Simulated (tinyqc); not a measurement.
# Threshold-voltage variability of a planar MOSFET, analytic estimates, step by step

Computed by the program tinyqc: `OMP_NUM_THREADS=1 python tinyqc.py 2090143 2090144 out.jsonl`, one thread of a shared Intel Xeon 2.30GHz, about 0.01 s for the whole run. Printed values are rounded.

Three independent sources add in quadrature: random dopants in the depleted layer, metal-gate grains of two orientations, and roughness of the two gate edges acting through the roll-off VT = VT(long) - Vr exp(-L/l). These are first-order estimates: no three-dimensional electrostatics, no percolation.

Inputs (values chosen for the exercise); material values close to those of silicon:
```
symbol,value,unit,meaning
T,350,K,temperature
Eg,1.11,eV,band gap
eps_r,11.6,,relative permittivity of the semiconductor
Nc,3.59e19,cm^-3,conduction-band density of states at T
Nv,3.4e19,cm^-3,valence-band density of states at T
Na,4.7e18,cm^-3,channel doping
ti,2.5,nm,oxide-equivalent thickness in inversion
L,45,nm,gate length
W,120,nm,gate width
G,10,nm,metal grain size
dW,0.15,eV,work-function difference of the two grain orientations
p,0.3,,share of the orientation of higher work function
De,0.7,nm,rms roughness of one gate edge
La,10,nm,correlation length of the roughness
l,10,nm,decay length of the threshold roll-off
Vr,2,V,prefactor of the roll-off
n,1.46,,subthreshold factor
gI,10,1/V,gm/I of a matched pair
sb,2.7,%,spread of the gain factor of one device
Nb,1048576,,number of cells
Y,0.969,,wanted yield
```

Constants: q = 1.602176634e-19 C, kB = 1.380649e-23 J/K, Vt = kB T/q, eps0 = 8.8541878128e-14 F/cm where lengths are in cm. Results are converted to the units shown.

Range of the model: gI s exceeds 0.2, so the linear formula for the current mismatch is only a rough guide.

## Random dopants

ni = sqrt(Nc Nv) exp(-Eg/(2 Vt)), Eg in volts; Cox = 3.9 eps0/ti; Wd = sqrt(4 eps0 eps_r Vt ln(Na/ni)/(q Na)); dopants: s1 = (q/Cox) sqrt(Na Wd/(3 L W)). The slope A1 = s1 sqrt(L W); mean number of dopants Na L W Wd.

Cox = 1.38125 uF/cm^2
Wd = 16.4252 nm
mean number of dopants = 416.872
A1 = 1.86072 mV um
s1 = 25.3212 mV

Counting alone, 1/sqrt(N) of the depletion voltage q Na Wd/Cox = 895 mV, would give sqrt(3) times more: dopants deep in the layer act less on the surface.

## Metal grains and edge roughness

Grains: Ng = L W/G^2 (at least 1), s2 = dW sqrt(p (1 - p)/Ng). Edges, with exponential correlation and u = W/La: the mean gate length has sL^2 = 2 De^2 (2/u)[1 - (1 - exp(-u))/u]; s3 = sL (Vr/l) exp(-L/l).

Ng = 54
s2 = 9.35414 mV
sL = 0.386940 nm
dVT/dL = 2.22180 mV/nm
s3 = 0.859702 mV

## Total spread, mismatch and leakage

s = sqrt(s1^2 + s2^2 + s3^2). For a pair: s(dVT) = sqrt(2) s; current mismatch sqrt(2) sqrt((gI s)^2 + sb^2); input offset = current mismatch/gI. For a Gaussian VT the off current is log-normal with mean/median = exp(s^2/(2 (n Vt)^2)).

s = 27.0074 mV
s(dVT) = 38.1943 mV
current mismatch = 38.3847 %
input offset = 38.3847 mV
mean/median of Ioff = 1.20693

The dopants give 87.9 % of the variance; without them s would be 9.39 mV. A current mismatch this large is beyond the linear estimate.

## Iteration 1: margin in standard deviations for the wanted yield

k at the start = 3

Cells fail independently with probability Q(k) = erfc(k/sqrt(2))/2 when the margin is k standard deviations, and Y = exp(-Nb Q(k)). phi = exp(-k^2/2)/sqrt(2 pi). Newton steps on ln Q(k) = ln(-ln(Y)/Nb): k(new) = k + [ln Q - ln(-ln(Y)/Nb)] Q/phi.

Q(k) = 0.00134990
phi = 0.00443185
k after iteration 1 = 6.26316

## Iteration 2: margin in standard deviations for the wanted yield

As before.

Q(k) = 1.88625e-10
phi = 1.21013e-9
k after iteration 2 = 5.47286

## Course of the iteration: margin in standard deviations for the wanted yield

Stop when k changes by less than 1e-9, or after 30 iterations.

Course of the iteration:
```
iteration        k  |change|
1          6.26316      3.26
2          5.47286     0.790
3          5.41886    0.0540
4          5.41861   2.53e-4
5          5.41861   5.57e-9
6          5.41861   < 1e-12
```

Converged in 6 iterations. At the end the number of correct digits about doubles with each step. With s(dVT) = 38.2 mV, 5.42 standard deviations are 207 mV.
